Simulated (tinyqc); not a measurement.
Ways to converge the cycle: SCF convergence aids in the 3-21g basis, for H3, spin multiplicity 2. Computed by the program tinyqc with PySCF. 

Geometry (angstrom):
```
atom       x       y        z
H     0.0000  0.0000   0.0000
H     0.0000  0.0000   0.7940
H     0.0000  0.4270  -0.6690
```

lowest solution found by these runs and by PySCF with stability checks = -1.570989 hartree

UHF with one setting changed at a time; a run stops when the energy changes by less than 1e-09 hartree and the error matrix is below 1e-5. The start is the core Hamiltonian. Damping d keeps d of the old density; a shift (hartree) raises the virtual levels; DIIS n extrapolates F over n matrices.

Largest element of the error matrix X^T (FDS - SDF) X:
```
iteration    plain  damping 0.3  damping 0.6  shift 0.4   DIIS 3   DIIS 8
1          1.7e-01      1.7e-01      1.7e-01    1.7e-01  1.7e-01  1.7e-01
2          2.1e-02      6.1e-02      1.1e-01    4.6e-02  2.1e-02  2.1e-02
3          6.2e-03      2.3e-02      6.8e-02    1.8e-02  4.8e-03  4.8e-03
4          2.7e-03      1.1e-02      4.4e-02    8.0e-03  1.2e-03  1.2e-03
5          1.4e-03      5.6e-03      2.8e-02    4.0e-03  2.8e-04  1.4e-04
6          7.0e-04      3.1e-03      1.9e-02    2.2e-03  2.6e-05  1.6e-05
8          1.8e-04      1.1e-03      8.9e-03    7.7e-04  1.4e-06  1.5e-07
10         4.7e-05      4.6e-04      4.6e-03    2.9e-04        -        -
14         3.2e-06      8.5e-05      1.5e-03    4.5e-05        -        -
20               -      6.8e-06      3.3e-04          -        -        -
30               -            -      3.5e-05          -        -        -
```

How each run ends:
```
run          iterations  E (hartree)         state
plain                14    -1.570989  lowest found
damping 0.3          21    -1.570989  lowest found
damping 0.6          39    -1.570989  lowest found
shift 0.4            19    -1.570989  lowest found
DIIS 3                8    -1.570989  lowest found
DIIS 8                8    -1.570989  lowest found
```

6 of 6 runs reach the lowest solution found, in 8 to 39 iterations (fastest: DIIS 3, DIIS 8). Plain steps already contract here, so damping only slows them. DIIS 3 and DIIS 8 gain by cancelling the error over several earlier matrices, much as a quasi-Newton step does.
